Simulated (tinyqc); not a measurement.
Inputs raised by 5 %, one at a time: kinetics of strain relaxation and threading dislocations in mismatched semiconductor layers. Computed by tinyqc, a small Python program. Command: `OMP_NUM_THREADS=1 python tinyqc.py 3022088 3022089 out.jsonl threading sens`. One thread of a shared host (Intel(R) Xeon(R) Processor @ 2.30GHz), about 0.01 s of CPU time with the checks.

60-degree dislocations on {111} planes of a (001) layer, isotropic elasticity. The Schmid factor is 1/sqrt(6), and a misfit segment relieves strain with b/2.

Inputs (values chosen for the exercise, modelled on Si(0.8)Ge(0.2) on Si):
```
quantity                                      value          unit
misfit f                                    0.00784             -
shear modulus G                                63.1           GPa
Poisson ratio nu                               0.27             -
Burgers vector b                               3.88      angstrom
glide activation energy Q                      2.18            eV
velocity prefactor v0                         28000   m/s per MPa
layer thickness h                                59            nm
anneal temperature T                            822             K
anneal time t                                   380             s
initial thread density rho_0                5.5e+07        1/cm^2
multiplication constant delta                 20000           1/m
grading rate (misfit per thickness) R_f       0.004  1/micrometre
growth temperature of the buffer T_g           1091             K
growth rate R_g                                0.65          nm/s
reaction radius r_A                              27            nm
final thickness of a thick uniform layer H      1.7    micrometre
aspect ratio of a trench                        2.7             -
```

Sources: fixed density of threads.

Constants: k_B = 8.617333262e-05 eV/K.

Method:
- Excess resolved stress tau = (1/sqrt 6) [2 G (1 + nu)/(1 - nu)] (e - e_eq), e_eq = b (1 - nu/4) [ln(h/b) + 1]/(4 pi (1 + nu) h), the Matthews-Blakeslee strain of an uncapped layer; glide velocity v = v0 tau exp(-Q/(k_B T)), tau in MPa.
- Threads run in two directions, so de/dt = -(b/4) rho v, with rho fixed. With x = e - e_eq, x0 = f - e_eq (fully strained at t = 0) and v = m S x (m the mobility, S x = tau): x = x0 exp(-t/t_r), t_r = 4/(b rho_0 m S).
- The half time is that at which x = x0/2.
- In steady grading, strain is fed at R_f R_g and relieved at (b/4) rho v. As a glide-limited estimate, the driving stress is taken as the mean stress of the strained top zone, whose depth z solves R_f z/2 = e_eq(z), with strain R_f z at the surface; tau_g = S R_f z/2 is its mean; then rho = 4 R_f R_g/(b m tau_g), m = v0 exp(-Q/(k_B T_g)), S = (1/sqrt 6) 2 G (1 + nu)/(1 - nu), e_eq(z) = b (1 - nu/4) [ln(z/b) + 1]/(4 pi (1 + nu) z).
- A separate case, a thick relaxed layer. Pair reactions during growth: d rho/dh = -K rho^2 with K = 2 r_A tan(psi) and threads inclined by psi = 45 degrees (the <110> lines of {111} planes), so rho = 1/(K H) for a layer that starts with far more threads than that, as highly mismatched layers do. In a trench along [110] a thread on {111} rises at 54.74 degrees across the width, and leaves through the wall below the height w tan(54.74 degrees) = sqrt(2) w; the share of threads, evenly spread over the floor, that reach the top is max(0, 1 - a/sqrt 2) for the aspect ratio a.

Runs; columns: (1) input moved; (2) from; (3) to; (4) half time (s); (5) thread density at H (1/cm^2); (6) depth z of the strained zone (nm); (7) initial velocity (micrometre/s):
```
(1)                                                       (2)      (3)     (4)         (5)     (6)      (7)
base run                                                    -        -  120.20  1.0893e+09  294.10  0.59722
glide activation energy Q (eV)                           2.18    2.289  560.01  1.0893e+09  294.10  0.12819
anneal time t (s)                                         380      399  120.20  1.0893e+09  294.10  0.59722
multiplication constant delta (1/m)                     20000    21000  120.20  1.0893e+09  294.10  0.59722
grading rate (misfit per thickness) R_f (1/micrometre)  0.004   0.0042  120.20  1.0893e+09  286.52  0.59722
growth temperature of the buffer T_g (K)                 1091  1145.55  120.20  1.0893e+09  294.10  0.59722
growth rate R_g (nm/s)                                   0.65   0.6825  120.20  1.0893e+09  294.10  0.59722
reaction radius r_A (nm)                                   27    28.35  120.20  1.0375e+09  294.10  0.59722
```

Exponents ln(y'/y) / ln(x'/x):
```
input                                    half time  thread density at H  depth z of the strained zone  initial velocity
glide activation energy Q                   31.539                    0                         0.000           -31.539
anneal time t                                0.000                    0                         0.000             0.000
multiplication constant delta                0.000                    0                         0.000             0.000
grading rate (misfit per thickness) R_f      0.000                    0                        -0.535             0.000
growth temperature of the buffer T_g         0.000                    0                         0.000             0.000
growth rate R_g                              0.000                    0                         0.000             0.000
reaction radius r_A                          0.000                   -1                         0.000             0.000
```

Among the inputs moved here: half time answers most in size to glide activation energy Q (exponent +31.539); its exponent is below 0.0005 for anneal time t, multiplication constant delta, grading rate (misfit per thickness) R_f, growth temperature of the buffer T_g, growth rate R_g, reaction radius r_A. thread density at H answers most in size to reaction radius r_A (exponent -1.000); its exponent is below 0.0005 for glide activation energy Q, anneal time t, multiplication constant delta, grading rate (misfit per thickness) R_f, growth temperature of the buffer T_g, growth rate R_g. Depth z of the strained zone answers most in size to grading rate (misfit per thickness) R_f (exponent -0.535); its exponent is below 0.0005 for glide activation energy Q, anneal time t, multiplication constant delta, growth temperature of the buffer T_g, growth rate R_g, reaction radius r_A. Its exponent -0.535 in grading rate (misfit per thickness) R_f: R_f z against 1/z, but for the logarithm. Initial velocity answers most in size to glide activation energy Q (exponent -31.539); its exponent is below 0.0005 for anneal time t, multiplication constant delta, grading rate (misfit per thickness) R_f, growth temperature of the buffer T_g, growth rate R_g, reaction radius r_A.

Caution (all rows): at this small misfit a layer may start with fewer threads than 1/(K H), which is then only an upper bound.
